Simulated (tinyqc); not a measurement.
# Charge centroid from charge and shift

Question. A sheet of N electrons in the storage layer of a charge-trap cell shifts the threshold by U = (q/eps0) N (tb/eb + xc tn/en). Find xc and the distance xc tn from the blocking layer.

Inputs (values chosen for the exercise):
```
symbol,value,unit,meaning
tn,5.8,nm,storage layer
en,7.6,,its relative permittivity
tb,14.1,nm,blocking layer
eb,9,,its relative permittivity
```

Constants: q = 1.602176634e-19 C, eps0 = 8.8541878128e-14 F/cm where lengths are in cm. Results are converted to the units shown.

N = 1.2e13 cm^-2
U = 4.0978799 V

Answer. U eps0/(q N) is the electrical distance from the gate; subtract that of the blocking layer.

xc = 0.4200
distance = 2.436 nm

Numbers from tinyqc (`OMP_NUM_THREADS=1 python tinyqc.py 2130009 2130010 out.jsonl`; about 0.04 s on one thread of a shared Intel Xeon 2.30GHz).
